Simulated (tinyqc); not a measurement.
## True capacitance, leakage and series resistance from two frequencies

Inverse problem. A capacitance C in parallel with G and in series with Rs is measured as Cp and D = Gp/(w Cp) at two frequencies. The series reading Cs = Cp (1 + D^2) equals C + G^2/(w^2 C), and Re Z = D/(w Cp (1 + D^2)) = Rs + G/(G^2 + w^2 C^2). Find C, G and Rs.

f (Hz): 2e5  6e5
Cp (pF): 5.92732546  5.92732486
D: 0.604219700  0.201704547

Solution. w^2 Cs = w^2 C + G^2/C is a straight line in w^2 with slope C; the intercept gives G, and the real part then gives Rs.

C = 5.93 pF
G = 4.50 uS
Rs = 15.0 ohm

tinyqc, about 0.01 s, one thread, Intel Xeon 2.30GHz (shared host): `OMP_NUM_THREADS=1 python tinyqc.py 2022187 2022188 out.jsonl`
